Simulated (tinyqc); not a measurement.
# Changing the aspect ratio of the trench

Model: chemical vapour deposition: Grove model, boundary layer, depletion and step coverage. Computed by tinyqc, a small Python program. Command: `OMP_NUM_THREADS=1 python tinyqc.py 3023491 3023492 out.jsonl cvd sweep`. One thread of a shared host (Intel(R) Xeon(R) Processor @ 2.30GHz), about 0.03 s of CPU time with the checks.

A precursor diffuses to the surface and reacts there at first order; each molecule that reacts adds one formula unit of film.

Inputs (values chosen for the exercise, close to those used for silicon nitride (counted as SiN4/3)):
```
quantity                                       value    unit
prefactor k0 of k_s                          1.6e+08    cm/s
activation energy E                             1.72      eV
temperature T                                    740       C
total pressure p                                0.25    torr
mole fraction of the precursor Y                0.45       -
gas diffusivity D0 at 273.15 K and 760 torr     0.45  cm^2/s
precursor mass M                                 101       u
trench width w                                  0.49      um
```

Reactor: wafer stack, low pressure.

Constants: k_B = 1.380649e-23 J/K; u = 1.6605390666e-27 kg; k_B = 8.617333262e-05 eV/K.

Method:
- k_s = k0 exp(-E/(k_B T)); C_g = Y p/(k_B T), 1 torr = 133.322 Pa; D = D0 (T/273.15)^1.75 (760/p).
- Temperatures in kelvin are T(C) + 273.15.
- Mean speed c = sqrt(8 k_B T/(pi M)); reactive sticking probability beta = 4 k_s/c.
- In a long trench of width w and depth l = aspect ratio x w: Knudsen diffusivity D_K = (2w) c/3 (hydraulic diameter 2w), combined as 1/D_e = 1/D_K + 1/D; D_e d2C/dz2 = 2 k_s C/w with D_e dC/dz = -k_s C at the floor. With m = sqrt(2 k_s/(w D_e)): C(floor)/C(top) = 1/[cosh(m l) + (k_s/(D_e m)) sinh(m l)].

One run for each value:
```
aspect ratio of the trench  step coverage  modulus m l
2.0                                0.9999        0.011
3.7                                0.9997        0.020
7.0                                0.9992        0.038
13.0                               0.9974        0.070
24.0                               0.9914        0.129
46.0                               0.9695        0.248
86.0                               0.9006        0.463
160.0                              0.7159        0.861
300.0                              0.3819        1.614
```

Describe and explain the trends.

Over the rows, step coverage falls from 1.000 to 0.382 (exponent d ln y / d ln x -2.7e-4 between the first rows and -1.00 between the last); modulus m l rises from 0.0108 to 1.61 (exponent d ln y / d ln x about 1.0 throughout). The exponent of modulus m l stays at 1: the modulus is proportional to depth. Coverage stays near 1 while m l is below about 0.3 and falls as 1/cosh(m l) beyond.

Caution (all rows): the hydraulic-diameter form of D_K is rough for a slit.
